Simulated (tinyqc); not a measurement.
What sets the wire resistivity: free and nearly free electrons in a metal.

The cubic cell holds 2 atoms: n = 2 z/a^3, kF = (3 pi^2 n)^(1/3), EF = c kF^2/m, vF = 2 c kF/(m hbar), c = hbar^2/2m0; rs = (3/(4 pi n))^(1/3)/a0; D(EF) = 3 n/(2 EF).

Square wire of width w with grain size w: rho/rho0 = 1/(1 - 3 al/2 + 3 al^2 - 3 al^3 ln(1 + 1/al)) + (3/4) (1 - p) l/w, with al = (l/w) Rg/(1 - Rg) (Mayadas-Shatzkes plus the thick-wire form of Fuchs-Sondheimer); l = hbar kF/(n e^2 rho), e = 1.602176634e-19 C.

Constants: hbar^2/2m0 = 3.80998211 eV angstrom^2; hbar = 6.58211957e-16 eV s; a0 (Bohr radius) = 0.5291772105 angstrom.

Inputs chosen for the exercise (near those of Na; the results hold for these values, not for the real material):

| symbol | value | unit | meaning |
|---|---|---|---|
| a | 4.193 | angstrom | bcc lattice constant |
| z | 1 |  | free electrons an atom |
| m | 1.22 | m0 | mass |
| rho | 5.37 | micro-ohm cm | bulk resistivity |
| p | 0 |  | specularity of the surfaces |
| Rg | 0.54 |  | reflection at grain boundaries |
| w | 30 | nm | wire width |

All results formed anew.

One parameter was then changed.

Results before and after:

| case | EF (eV) | l (nm) | wire rho (micro-ohm cm) |
|---|---|---|---|
| base | 2.699 | 26.21 | 16.474 |
| changed | 2.699 | 26.21 | 15.418 |

Which of these changes was made? (a) w = 21 nm; (b) m = 1.464 m0; (c) Rg = 0.378; (d) rho = 6.444 micro-ohm cm; (e) a = 4.319 angstrom; (f) p = 0.3.

Answer: (f) p = 0.3. Of the candidates, run in turn, only this one gives the changed row.

All candidates:

| case | EF (eV) | l (nm) | wire rho (micro-ohm cm) |
|---|---|---|---|
| base | 2.699 | 26.21 | 16.474 |
| a = 4.319 angstrom | 2.543 | 27.81 | 17.141 |
| m = 1.464 m0 | 2.249 | 26.21 | 16.474 |
| rho = 6.444 micro-ohm cm | 2.699 | 21.84 | 17.579 |
| p = 0.3 | 2.699 | 26.21 | 15.418 |
| Rg = 0.378 | 2.699 | 26.21 | 12.878 |
| w = 21 nm | 2.699 | 26.21 | 21.155 |

The mass drops out of l at given rho, because vF falls and tau rises by the same factor.

Run: tinyqc, `OMP_NUM_THREADS=1 python tinyqc.py 1651987 1651988 out.jsonl`; Intel(R) Xeon(R) Processor @ 2.30GHz, one thread, shared host; about 0.01 s of CPU time with all checks.
